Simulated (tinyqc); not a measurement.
## Short-channel transistor, virtual-source model with series resistance: transfer curves at low and high drain voltage

The current per gate width is the charge at the top of the source barrier (the virtual source) times its velocity times a saturation function; al and be are fitting constants of the model. Units: I in uA/um, Rs in ohm um, so I Rs = 1e-6 I Rs in volts; Q in uC/cm^2, so I = 1e-4 Q vx0 Fsat with vx0 in cm/s.

Intrinsic voltages Vg' = Vgs - I Rs, Vd' = Vds - 2 I Rs. n = n0 + nd Vd', VT = VT0 - dl Vd', Ff = 1/(1 + exp((Vg' - VT + al Vt/2)/(al Vt))), Q = Cinv n Vt ln(1 + exp((Vg' - VT + al Vt Ff)/(n Vt))), Vdsat = (vx0 L/mu)(1 - Ff) + Vt Ff, Fsat = u/(1 + u^be)^(1/be) with u = Vd'/Vdsat, and I = Q vx0 Fsat per width. I is solved self-consistently. Columns for Vds = 0.05 V and 1 V; gm = dI/dVgs at 1 V.

Inputs (values chosen for the exercise): temperature T = 293 K; inversion capacitance Cinv = 4 uF/cm^2; velocity at the virtual source vx0 = 5.44e6 cm/s; apparent mobility mu = 880 cm^2/(V s); channel length L = 90 nm; threshold at zero drain voltage VT0 = 0.48 V; drain-induced barrier lowering dl = 0.035 V/V; subthreshold factor n0 = 1.45; growth of n with drain voltage nd = 0 1/V; threshold shift (in units of Vt) from weak to strong inversion al = 3.5; sharpness of saturation be = 1.6; series resistance of each contact Rs = 30 ohm um.

Constants: q = 1.602176634e-19 C, kB = 1.380649e-23 J/K, Vt = kB T/q. Results are converted to the units shown.

Results:

| Vgs (V) | I, low Vds (uA/um) | I, high Vds (uA/um) | gm (uS/um) |
|---|---|---|---|
| 0 | 0.001546 | 0.004559 | 0.1232 |
| 0.12 | 0.03876 | 0.1125 | 2.952 |
| 0.25 | 1.068 | 2.920 | 67.98 |
| 0.38 | 16.58 | 39.07 | 622.2 |
| 0.62 | 177.3 | 370.3 | 1853 |
| 0.75 | 278.5 | 620.9 | 1976 |
| 0.88 | 361.5 | 880.4 | 2009 |
| 1 | 422.3 | 1122 | 2016 |

Estimate the missing row, Vgs = 0.5 V.

Computed row:

| Vgs (V) | I, low Vds (uA/um) | I, high Vds (uA/um) | gm (uS/um) |
|---|---|---|---|
| 0.5 | 79.84 | 167.0 | 1465 |

With this row back in the table: At Vds = 1 V the current spans 5.4 decades, from 0.00456 to 1120 uA/um. Between the first two rows the swing is 86.2 mV a decade, against n Vt ln 10 = 84.3. At Vgs = 0 the higher drain voltage raises the current by a factor of 2.95, at Vgs = 1 V by 2.66. The transconductance rises from 0.123 to 2020 uS/um; Cinv vx0, its value in strong inversion and saturation without series resistance, is 2180 uS/um.

Numbers from tinyqc (`OMP_NUM_THREADS=1 python tinyqc.py 2380103 2380104 out.jsonl`; about 0.01 s on one thread of a shared Intel Xeon 2.30GHz).
